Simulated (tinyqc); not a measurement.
Width of the inclusion: polytypes by hexagonality, and a cubic inclusion as a quantum well.

Gap: E3 + (Es - E3) h/hs for h up to hs, then linear from Es to E2 at h = 1. Valence top Ev2 h and polarisation P2 h, both counted from 3C; Ec = Ev + gap.

A cubic inclusion of width L = N d in the host (h = 0.4) is a well of depth V = Ec(host) - Ec(3C). Square well with mass mismatch: k tan(k L/2) = (m_w/m_b) q, k = sqrt(m_w E/c), q = sqrt(m_b (V - E)/c), c = hbar^2/2m0, lowest root. The depth of the level, V - E, is its binding, and the transition to the valence top of the host is gap(host) - (V - E). The step in polarisation gives a field |F| = |P|/(eps eps0) in a thin inclusion, eps0 = 8.8541878e-12 F/m.

Constants: hbar^2/2m0 = 3.80998211 eV angstrom^2.

Values chosen for the exercise (of the order of those of SiC; shifted at random, so the results belong to these values and not to a real crystal):

| symbol | value | unit | meaning |
|---|---|---|---|
| E3 | 2.389 | eV | gap of the cubic polytype |
| E2 | 3.346 | eV | gap of 2H |
| Ev2 | 0.145 | eV | valence top of 2H above that of 3C |
| P2 | -0.039 | C/m^2 | spontaneous polarisation of 2H |
| Es | 3.293 | eV | gap at the hexagonality hs |
| hs | 0.5 |  | hexagonality up to which the first line holds |
| m | (0.318, 0.34) | m0 | electron mass along c in the cubic layer and in the host |
| d | 2.513 | angstrom | thickness of a double layer |
| eps | 10 |  | dielectric constant |

Without the field: square well. With it, the potential inside is |F| (z - L/2), the host conduction edge lies at V - |F| L/2 on one side and V + |F| L/2 on the other, and the lowest level E_F is found by finite differences (step 0.25 angstrom, wide box, good to about 1 meV). Holes sit in the host on the high side, so the transition is gap(host) - V + E_F - |F| L/2. A dash: bound by less than 2 meV or not at all.

Results:

| N | L (angstrom) | depth (eV) | transition (eV) | depth below the low side, with field (eV) | transition with field (eV) |
|---|---|---|---|---|---|
| 1 | 2.51 | 0.075 | 3.037 | 0.054 | 3.014 |
| 2 | 5.03 | 0.220 | 2.893 | 0.178 | 2.846 |
| 3 | 7.54 | 0.349 | 2.763 | 0.286 | 2.693 |
| 4 | 10.05 | 0.446 | 2.666 | 0.363 | 2.572 |
| 6 | 15.08 | 0.568 | 2.544 | 0.445 | 2.401 |
| 8 | 20.10 | 0.635 | 2.477 | 0.478 | 2.280 |
| 12 | 30.16 | 0.701 | 2.411 | 0.493 | 2.088 |

How do the results move, and what explains it?

The square well binds a level even at N = 1 (75 meV), as any symmetric one-dimensional well does; the depth grows to 701 of 781 meV, and the transition tends to E3 - Ev(host) = 2.331 eV. With the field the level is bound by 2 meV or more for N = 1, 2, 3, 4, 6, 8 and 12, and the transition is lowered by 24 meV at N = 1 and 324 meV at N = 12, where |F| L/2 = 266 meV. Free carriers or surface charge screen the field and the step between the two sides, and the attraction to the hole, left out here, binds the electron further.

Run: tinyqc, `OMP_NUM_THREADS=1 python tinyqc.py 1850846 1850847 out.jsonl`; Intel(R) Xeon(R) Processor @ 2.30GHz, one thread, shared host; about 0.02 s of CPU time with all checks.
